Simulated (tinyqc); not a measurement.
Geometry alone against geometry with stress: oxidation of curved silicon (wires and holes): cylindrical Deal-Grove kinetics with stress-retarded reaction. Computed by tinyqc, a small Python program. Command: `OMP_NUM_THREADS=1 python tinyqc.py 3026966 3026967 out.jsonl wireox walk`. One thread of a shared host (Intel(R) Xeon(R) Processor @ 2.30GHz), about 0.03 s of CPU time with the checks.

Silicon fills r < a and oxide a < r < b. One volume of silicon gives 2.25 volumes of oxide, and the length is fixed.

Inputs (values chosen for the exercise, close to those used for silicon in dry oxygen):
```
quantity                       value        unit
prefactor B0                     808      um^2/h
activation energy E_B           1.22          eV
prefactor (B/A)0            4.65e+06        um/h
activation energy E_A           2.02          eV
starting silicon radius a0        40          nm
starting oxide x_i                 1          nm
viscosity prefactor eta0     2.4e-09        Pa s
viscosity energy E_eta          5.48          eV
critical shear stress s_c         76         MPa
activation volume V_k             11  angstrom^3
temperature T                    975           C
time t                           3.7           h
```

Shape: wire (convex).

Constants: k_B = 8.617333262e-05 eV/K.

Method:
- B = B0 exp(-E_B/(k_B T)), B/A = (B/A)0 exp(-E_A/(k_B T)), eta = eta0 exp(E_eta/(k_B T)); 1 um = 1000 nm.
- Temperatures in kelvin are T(C) + 273.15.
- Geometry: b^2 = b0^2 + 1.25 (a0^2 - a^2), b0 = a0 + x_i.
- Rate of oxide made per interface area: q = 1/[1/k + 2 a |ln(b/a)|/B], and |da/dt| = q/2.25. Reaction k = (B/A) exp(-sigma V_k/(k_B T)). New oxide pushes the old with radial speed u = 1.25 |da/dt| at r = a; the shear stress at radius r is s_c asinh(z a^2/r^2), z = 2 eta u/(a s_c) (Eyring flow), and the compressive normal stress at the interface is sigma = |int_a^b 2 s/r dr| = s_c |F(z) - F(z a^2/b^2)|, F(y) = int_0^y asinh(w)/w dw. q and sigma are solved together. 1 MPa angstrom^3 = 6.241509e-6 eV.
- Integrate da/dt adaptively (tolerance 1e-8); a wire counts as consumed at a = 0.5 nm and a hole as closed at b = 0.5 nm. Planar reference: x^2 + A x = B t + x_i^2 + A x_i, A = B/(B/A).
- A dash marks a stress-free run that has consumed the wire or closed the hole.

B = 9578.49 nm^2/h

B/A = 32.4414 nm/h

low-stress viscosity eta = 3.21623e+13 Pa s

k_B T = 0.107557 eV

Oxide thickness (nm):
```
t (h)  planar  curved, no stress  curved, with stress  a (nm)  sigma (MPa)
0.111   4.535              4.411                4.304  38.478         84.0
0.370  12.479             11.622               10.942  35.217        206.7
0.740  23.189             20.615               18.723  31.041        347.2
1.480  42.810             35.675               30.794  23.755        579.7
2.590  68.933             53.933               43.861  14.580        912.0
3.700  92.228                  -               53.037   7.111       1319.3
```

At 2.59 h the thickness is 0.782 of the planar value from geometry alone and 0.636 with stress. On a wire the new oxide spreads over a larger circumference, which thins it, while the oxidant converges on a smaller interface. Stress takes 19 % off the stress-free value. Caution: elasticity of the oxide, stress-dependent diffusion and thin-oxide enhancement are left out.
